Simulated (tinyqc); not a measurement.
Inside a calculation. Method: Luttinger-Kohn k.p, four valence bands. One step of it, computed by the program tinyqc.

Task: Hole masses. E = c [g1 k^2 -/+ 2 sqrt(g2^2 k^4 + 3 (g3^2 - g2^2)(kx^2 ky^2 + ky^2 kz^2 + kz^2 kx^2))] with c = hbar^2/2m, and m* = hbar^2 k^2 / (2 E).

Luttinger parameters chosen for this model; energies are counted downward from the top of the valence band:
```
parameter,value,unit
g1,19.500000,
g2,7.780000,
g3,9.160000,
```

Give: Masses.

Result:

Masses (electron masses):
```
direction,heavy,light
[100],0.2538,0.0285
[110],0.5466,0.0269
[111],0.8475,0.0264
```
